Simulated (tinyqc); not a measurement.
Gupta-type many-body potential for a metal: one step, computed by the program tinyqc.

E_i = sum_j A exp(-p (r_ij/r0 - 1)) - xi rho_i^gamma, with rho_i = sum_j exp(-2 q (r_ij/r0 - 1)); gamma = 1/2 is the tight-binding second-moment form. The crystal is fcc unless stated; d is the neighbour distance and a fixed number of shells is kept.

Question. Unrelaxed vacancy. Each neighbour j of the vacancy loses one repulsive term and one density term: E_v = sum_shells count x {-repulsion - xi [(rho - density)^gamma - rho^gamma]}. (The removed atom returns to a bulk-like site, so its own energy cancels.)

Inputs (values chosen for the exercise, for a model metal): hopping xi = 1.53 eV; embedding exponent gamma = 0.45.

Shells:

| shell | count | r (angstrom) | repulsion (eV) | density |
|---|---|---|---|---|
| 1 | 12 | 2.892795 | 1.034803e-01 | 0.9917855 |
| 2 | 6 | 4.091029 | 1.036212e-03 | 0.0733197 |
| 3 | 24 | 5.010467 | 3.028643e-05 | 0.0099362 |

density rho = 12.57981

repulsive energy = 1.248708 eV

Give: vacancy energy E_v; ratio E_v/E_c, E_c = xi rho^gamma less the repulsive energy.

Answer.

vacancy energy E_v = 0.949 eV

ratio E_v/E_c, E_c = xi rho^gamma less the repulsive energy = 0.269

A pair potential gives E_v = E_c; here the ratio is 0.27, as the remaining bonds of the neighbours strengthen when one is lost.
